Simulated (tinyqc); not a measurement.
Free and trapped electrons in a MOS channel with a dense trap tail: effect of the temperature.

p-type body, charge-sheet picture, full ionisation (an idealisation for deep acceptors), Boltzmann statistics for free electrons. e = Ec - EF at the surface. Acceptor-like traps of density D(E) = D0 + De exp(-E/Ew) at depth E below Ec, from 0 to Eu, hold n_t = integral of D(E)/(1 + exp((e - E)/Vt)). psi = Eg - Vt ln(Nv/Na) - e; N_dep = sqrt(2 eps0 eps_r Na (psi - Vt)/q); n_f = sqrt(N_dep^2 + 2 eps0 eps_r Vt Nc exp(-e/Vt)/q) - N_dep; Vg = Vfb + psi + q (N_dep + n_t + n_f)/Cox, Cox = eps0 eox/tox.

Nc and Nv are given at 300 K and scale as (T/300 K)^1.5; Eg, Vfb and mf are held fixed. VT is the Vg for n_f = 1e11 cm^-2; swing ln 10 n_f/(dn_f/dVg) at n_f = 1e8 cm^-2; the last three columns are for Vg = VT + 2.2 V, with free share n_f/(n_f + n_t) and field-effect mobility mf q (dn_f/dVg)/Cox; there EF is near the band edge, where Boltzmann statistics are rough.

Values chosen for this exercise; band and dielectric values close to those of 4H silicon carbide:
```
symbol,value,unit,meaning
Eg,3.29,eV,band gap
eps_r,9.63,,relative permittivity
Nc,1.68e19,cm^-3,conduction-band density of states at the reference temperature
Nv,2.55e19,cm^-3,valence-band density of states at the reference temperature
eox,3.9,,relative permittivity of the insulator
tox,27,nm,insulator thickness
Na,5e16,cm^-3,acceptor density
Vfb,-2.76,V,flat-band voltage without trapped charge
D0,2.5e10,cm^-2 eV^-1,constant background density of acceptor-like traps
De,8.1e12,cm^-2 eV^-1,density of the tail at the conduction edge
Ew,0.09,eV,decay energy of the tail
Eu,0.63,eV,depth below Ec down to which the traps reach
mf,130,cm^2/(V s),mobility of free electrons
```

Constants: q = 1.602176634e-19 C, kB = 1.380649e-23 J/K, Vt = kB T/q, eps0 = 8.8541878128e-14 F/cm where lengths are in cm. Results are converted to the units shown.

Effect of the temperature:
columns A: T (K); B: e at VT (eV); C: VT (V); D: q n_t/Cox at VT (V); E: swing (mV/decade); F: n_f (cm^-2); G: free share (%); H: field-effect mobility (cm^2/(V s))
```
A          B      C       D      E         F      G      H
200  0.03156  2.816  0.6690  131.4  1.616e12  69.22  125.7
250  0.05166  2.640  0.5584  123.9  1.541e12  69.03  122.9
300  0.07402  2.468  0.4574  119.4  1.485e12  69.41  119.9
350  0.09828  2.306  0.3697  119.2  1.447e12  70.36  117.0
400   0.1242  2.154  0.2960  123.1  1.425e12  71.76  114.6
450   0.1516  2.012  0.2353  130.2  1.413e12  73.48  112.7
500   0.1803  1.879  0.1863  139.7  1.410e12  75.39  111.4
550   0.2102  1.753  0.1470  150.7  1.412e12  77.37  110.6
```

Read the table: what changes, and by how much?

As T goes from 200 to 550, VT falls from 2.82 to 1.75 V, its part due to traps falls from 0.669 to 0.147 V, the swing goes from 131 through a minimum of 119 (at T = 350 among the rows listed) to 151 mV/decade and the field-effect mobility falls from 126 to 111 cm^2/(V s). On heating the same n_f is reached with EF deeper in the gap, where fewer tail states are filled. For T = 200 e is under 2 Vt already at VT, so VT too is rough.

Computed by the program tinyqc: `OMP_NUM_THREADS=1 python tinyqc.py 2222179 2222180 out.jsonl`, one thread of a shared Intel Xeon 2.30GHz, about 0.02 s for the whole run.
